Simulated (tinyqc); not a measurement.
From results back to parameters: Shockley-Read-Hall recombination through one deep level. Five cases, with inputs chosen for the exercise.

Problem. Deep-level transient spectroscopy: the emission rate is en = gam sigma T^2 exp(-dE/kB T), dE = Ec - Et. Two rates were computed from hidden dE and sigma.

Constants: kB = 8.617333262e-05 eV/K.

Find: ln(en/T^2) at T1 and T2; dE; sigma.

Method. ln(en/T^2) against 1/T is a line of slope -dE/kB and intercept ln(gam sigma); plotting ln en alone would overstate dE by about 2 kB T.

Case 1.

Values chosen (out of a larger set: gap and densities of states near those of Si at this temperature; not measured data): gam = 9e+21 1/(cm^2 s K^2) (vth Nc/T^2, which does not depend on T); T1 = 111 K; T2 = 132 K.

en(T1) = 97.7082 1/s
en(T2) = 6231.05 1/s

Solution.

ln(en/T^2) at T1 and T2: -4.8371  -1.0283

dE = 0.229 eV
sigma = 2.2e-14 cm^2

Case 2.

Values chosen (out of a larger set: gap and densities of states near those of Si at this temperature; not measured data): gam = 5e+21 1/(cm^2 s K^2) (vth Nc/T^2, which does not depend on T); T1 = 253 K; T2 = 294 K.

en(T1) = 31.7678 1/s
en(T2) = 1217.08 1/s

Solution.

ln(en/T^2) at T1 and T2: -7.6083  -4.2630

dE = 0.523 eV
sigma = 2.6e-15 cm^2

Case 3.

Values chosen (out of a larger set: gap and densities of states near those of Ge at this temperature; not measured data): gam = 2.9e+21 1/(cm^2 s K^2) (vth Nc/T^2, which does not depend on T); T1 = 137 K; T2 = 160 K.

en(T1) = 27.4882 1/s
en(T2) = 1176.18 1/s

Solution.

ln(en/T^2) at T1 and T2: -6.5262  -3.0803

dE = 0.283 eV
sigma = 1.3e-14 cm^2

Case 4.

Values chosen (out of a larger set: gap and densities of states near those of SiC at this temperature; not measured data): gam = 3.5e+21 1/(cm^2 s K^2) (vth Nc/T^2, which does not depend on T); T1 = 314 K; T2 = 359 K.

en(T1) = 17.1893 1/s
en(T2) = 454.247 1/s

Solution.

ln(en/T^2) at T1 and T2: -8.6545  -5.6480

dE = 0.649 eV
sigma = 1.3e-15 cm^2

Case 5.

Values chosen (out of a larger set: gap and densities of states near those of Ge at this temperature; not measured data): gam = 1.4e+21 1/(cm^2 s K^2) (vth Nc/T^2, which does not depend on T); T1 = 101 K; T2 = 120 K.

en(T1) = 3.13888 1/s
en(T2) = 198.486 1/s

Solution.

ln(en/T^2) at T1 and T2: -8.0864  -4.2843

dE = 0.209 eV
sigma = 5.9e-15 cm^2

Computed by tinyqc, one run a case: `OMP_NUM_THREADS=1 python tinyqc.py N N+1 out.jsonl` with N = 1681710, 1681726, 1681808, 1681848, 1681890; one thread of a shared Intel(R) Xeon(R) Processor @ 2.30GHz, about 0.01 s a run at most.
